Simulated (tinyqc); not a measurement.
# One level from two frequencies

Problem. A single interface trap level in an MOS capacitor has the conductance Gp/w = Cit w tau/(1 + w^2 tau^2), w = 2 pi f. Find tau and Cit.

Gp/w at f = 1200 and 8800 Hz (nF/cm^2): 165.95035  142.79625

Answer. w/(Gp/w) = 1/(Cit tau) + (tau/Cit) w^2 is linear in w^2; the two coefficients give tau and Cit.

tau = 5.41e-5 s
Cit = 475 nF/cm^2

Numbers from tinyqc (`OMP_NUM_THREADS=1 python tinyqc.py 2030003 2030004 out.jsonl`; about 0.01 s on one thread of a shared Intel Xeon 2.30GHz).
